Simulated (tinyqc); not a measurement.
Lifetime from the low-frequency admittance.

Question. At low frequency a p+-n diode with a base of width wb has C_diff/G = (tau/2)(1 - 2 x/sinh 2x), x = wb/sqrt(Dp tau). Find tau, x and the limit of C_diff/G for infinite lifetime, wb^2/(3 Dp).

Inputs (values chosen for the exercise): hole diffusion coefficient Dp = 47 cm^2/s; width of the neutral base wb = 7.2 um.

G = 239.02578 S/cm^2
C_diff = 0.54895129 uF/cm^2

Answer. The ratio rises steadily with tau from tau/2 (long base) towards wb^2/(3 Dp) (short base), so one lifetime matches as long as the ratio is below that limit.

tau = 9.000e-9 s
x = 1.107
limit of C_diff/G = 3.677e-9 s

Computed by the program tinyqc: `OMP_NUM_THREADS=1 python tinyqc.py 2890167 2890168 out.jsonl`, one thread of a shared Intel Xeon 2.30GHz, about 0.01 s for the whole run.
